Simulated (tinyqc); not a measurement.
Worked calculation: Luttinger-Kohn k.p, four valence bands. One step of it, computed by the program tinyqc.

Task: Levels at k. Diagonalise the Hermitian matrix.

H(k) at k (eV), lower triangle (Hermitian):
```
                      3/2                 1/2                -1/2      -3/2
3/2              0.023756
1/2   -0.002295-0.018359i            0.028078
-1/2   0.007147-0.002623i            0.000000            0.028078
-3/2             0.000000  0.007147-0.002623i  0.002295+0.018359i  0.023756
```

Give: eigenvalues.

Result:

eigenvalues (eV): 0.006  0.006  0.046  0.046
